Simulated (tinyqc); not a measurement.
All together: low-temperature mobility of a two-dimensional electron gas with static screening. Computed by tinyqc, a small Python program. Command: `OMP_NUM_THREADS=1 python tinyqc.py 3010230 3010231 out.jsonl twodeg walk`. One thread of a shared host (Intel(R) Xeon(R) Processor @ 2.30GHz), about 0.01 s of CPU time with the checks.

One subband is filled, the gas is degenerate and scatters at the Fermi circle; one permittivity serves on both sides of the interface. All formulas are in SI units, masses times m_0. Piezoelectric and polar phonons are left out, and n_s is taken as set by a gate, independent of N_i.

Inputs (values chosen for the exercise, modelled on an InAs channel):
```
quantity                                        value    unit
in-plane mass m                                0.0306     m_0
mass across the layer m_z                       0.031     m_0
permittivity eps                                 14.8       -
valley degeneracy g_v                               1       -
sheet density n_s                             8.2e+12  1/cm^2
depletion charge N_d                          3.9e+10  1/cm^2
roughness height Delta                           0.22      nm
correlation length Lambda                           3      nm
remote charge density N_i                     6.6e+10  1/cm^2
distance d of the charges from the interface       11      nm
density rho                                      5680  kg/m^3
sound velocity v_l                               4240     m/s
deformation potential D_A                         6.4      eV
temperature T                                     4.2       K
```

Wave function: Fang-Howard. Roughness spectrum: exponential.

Constants: m_0 = 9.1093837015e-31 kg; e = 1.602176634e-19 C; eps_0 = 8.8541878128e-12 F/m; hbar = 1.054571817e-34 J s; k_B = 1.380649e-23 J/K.

Method:
- k_F = sqrt(2 pi n_s/g_v); E_F = hbar^2 k_F^2/(2 m); q_TF = g_v m e^2/(2 pi eps eps_0 hbar^2); Fang-Howard parameter b = [12 m_z e^2 (N_d + 11 n_s/32)/(eps eps_0 hbar^2)]^(1/3), mean depth 3/b; effective field F = e (N_d + n_s/2)/(eps eps_0).
- Form factors with u = q/b: screening G(q) = [1 + 9u/8 + 3u^2/8]/(1 + u)^3, remote charge P(q) = exp(-q d)/(1 + u)^3. Dielectric function eps(q) = 1 + q_TF G(q)/q, with q = 2 k_F sin(theta/2).
- Roughness: <|U|^2> = (e F)^2 S(q), S = pi Delta^2 Lambda^2/(1 + q^2 Lambda^2/2)^(3/2).
- 1/tau_t = (m/(pi hbar^3)) int_0^pi (1 - cos theta) <|U|^2>/eps(q)^2 dtheta; the quantum rate 1/tau_q drops the factor (1 - cos theta); 200 Gauss-Legendre points in s with theta = pi s^2, s from 0 to 1; mu = e tau_t/m.
- Remote charges: <|U|^2> = N_i [e^2 P(q)/(2 eps eps_0 q)]^2.
- Unscreened deformation potential in equipartition: 1/tau = m D_A^2 k_B T I/(rho v_l^2 hbar^3), I = int |psi|^4 dz = 3 b/16 for the Fang-Howard function (used for both wave-function options); mu = e tau/m. Bloch-Grueneisen temperature T_BG = 2 hbar v_l k_F/k_B.
- At the Fermi circle the rates add, so 1/mu is the sum; sheet resistance 1/(n_s e mu); mean free path hbar k_F mu/e; the quantum time adds the rates 1/tau_q, with the isotropic acoustic rate e/(m mu).

roughness mobility = 446780 cm^2/(V s)

remote-charge mobility = 2.73802e+08 cm^2/(V s)

acoustic mobility = 3.89504e+07 cm^2/(V s)

k_F = 0.717789 1/nm

tau_q, roughness = 3.14528 ps

tau_q, charges = 4.47709 ps

Mobilities:
```
process           mu (cm^2/(V s))  share of 1/mu (%)
roughness              4.4678e+05             98.707
remote charges         2.7380e+08            0.16107
acoustic phonons       3.8950e+07             1.1322
```

mobility mu = 4.4100e+05 cm^2/(V s)

sheet resistance = 1.7260 ohm

mean free path = 20835 nm

Dingle ratio tau_t/tau_q = 4.1645

What does the comparison show, and why?

The largest single share of 1/mu (99 %) belongs to roughness: the field presses the gas against the interface, and the rate goes as F^2. The Dingle ratio of 4.16 lies between the short-range and smooth limits. Caution: E_F exceeds 100 meV in a band of small mass, where non-parabolicity and upper valleys, left out here, matter. Caution: E_F exceeds 1.1 (hbar^2 e^2 F^2/2 m_z)^(1/3), of the order of the first subband spacing (1.75 times that in a triangular well, less with self-consistent band bending), so a second subband may fill. Caution: T is below the Bloch-Grueneisen temperature T_BG, so equipartition fails: the acoustic mobility is only a lower bound and the acoustic share of 1/mu is overstated.

Extremes, crossings and ranges named in words are read from the listed rows.
